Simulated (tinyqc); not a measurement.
# Field length and prefactor from two substrate currents

Inverse problem. For Em = (Vd - Vdsat)/l, Isub/Id = (Ai/Bi)(Vd - Vdsat) exp(-Bi l/(Vd - Vdsat)), and l = sqrt(3 tox xj). Find l, Ai and xj.

Parameters, values chosen for the exercise:
```
symbol  value   unit           meaning
tox        18     nm   oxide thickness
Bi       1.63  MV/cm  ionisation field
```

Isub/Id at Vd - Vdsat = 2.3 and 3.1 V: 2.94023332e-4  0.00422354556

Answer. ln[Isub/(Id (Vd - Vdsat))] is linear in 1/(Vd - Vdsat) with slope -Bi l.

l = 129.4 nm
Ai = 2.000e6 1/cm
xj = 310.0 nm

tinyqc, about 0.01 s, one thread, Intel Xeon 2.30GHz (shared host): `OMP_NUM_THREADS=1 python tinyqc.py 2550099 2550100 out.jsonl`
